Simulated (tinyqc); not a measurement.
# Inverter chain driving a load

N inverters, each f = Hc^(1/N) times larger than the one before: delay tau N (f + pp). Switched capacitance in units of the first input, with output capacitance pp times the input: Hc + (1 + pp)(Hc - 1)/(f - 1).

Inputs (values chosen for the exercise):
- Hc = 1000 (load over the input capacitance of the chain)
- pp = 1 (parasitic delay of an inverter)
- tau = 2.4 ps (delay unit)

Result of one run:

| N | f | delay (ps) | switched capacitance |
|---|---|---|---|
| 2 | 31.62 | 156.6 | 1065 |

What becomes of these results when the number of stages N is changed from 2 to 8, all else the same?

Result of the changed run:

| N | f | delay (ps) | switched capacitance |
|---|---|---|---|
| 8 | 2.371 | 64.73 | 2457 |

The whole series:

| N | f | delay (ps) | switched capacitance |
|---|---|---|---|
| 2 | 31.62 | 156.6 | 1065 |
| 3 | 10.00 | 79.20 | 1222 |
| 4 | 5.623 | 63.58 | 1432 |
| 5 | 3.981 | 59.77 | 1670 |
| 6 | 3.162 | 59.94 | 1924 |
| 7 | 2.683 | 61.87 | 2187 |
| 8 | 2.371 | 64.73 | 2457 |
| 9 | 2.154 | 68.14 | 2731 |

The delay goes from 157 through a minimum of 59.8 (at N = 5 among the rows listed) to 68.1 ps. The best stage effort solves pp + rho (1 - ln rho) = 0, rho = 3.59, which gives N = ln Hc/ln rho = 5.40. One stage fewer than the best costs 6.4 % in delay and saves 14 % of the switched capacitance.

Numbers from tinyqc (`OMP_NUM_THREADS=1 python tinyqc.py 2082038 2082039 out.jsonl`; about 0.01 s on one thread of a shared Intel Xeon 2.30GHz).
